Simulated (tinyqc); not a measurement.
Worked calculation: plane-wave Kohn-Sham cycle with exchange-only LDA in a layered model solid. One step of it, computed by the program tinyqc.

Question. Iteration 2: Hamiltonian at one k. H(m,m') = (k + G_m)^2/2 delta + V(G_m - G_m'), with V(-G) = V(G).

A solid whose potential varies along x alone (atomic units):
```
parameter                      value
period a                    5.800000
cross-section of the cell  37.000000
electrons per cell                 2
grid points                       16
plane waves -n..n, n               3
k points                           2
V1 in V1 cos(2 pi x/a)     -0.690000
V2 in V2 cos(4 pi x/a)      0.040000
```

V(G_m), m = 0, 1, 2, ... (hartree): [-0.205368, -0.338678, 0.018173, -0.000109, 0.000047, 0.000004, -0.000001]

k = 0.250000 2 pi / a

Give: H.

Answer.

H (hartree), order -3, -2, -1, +0, +1, +2, +3:
$$\begin{pmatrix}
4.2321 & -0.3387 & 0.0182 & -0.0001 & 0.0000 & 0.0000 & 0.0000 \\
-0.3387 & 1.5916 & -0.3387 & 0.0182 & -0.0001 & 0.0000 & 0.0000 \\
0.0182 & -0.3387 & 0.1247 & -0.3387 & 0.0182 & -0.0001 & 0.0000 \\
-0.0001 & 0.0182 & -0.3387 & -0.1687 & -0.3387 & 0.0182 & -0.0001 \\
0.0000 & -0.0001 & 0.0182 & -0.3387 & 0.7115 & -0.3387 & 0.0182 \\
0.0000 & 0.0000 & -0.0001 & 0.0182 & -0.3387 & 2.7652 & -0.3387 \\
0.0000 & 0.0000 & 0.0000 & -0.0001 & 0.0182 & -0.3387 & 5.9925
\end{pmatrix}$$
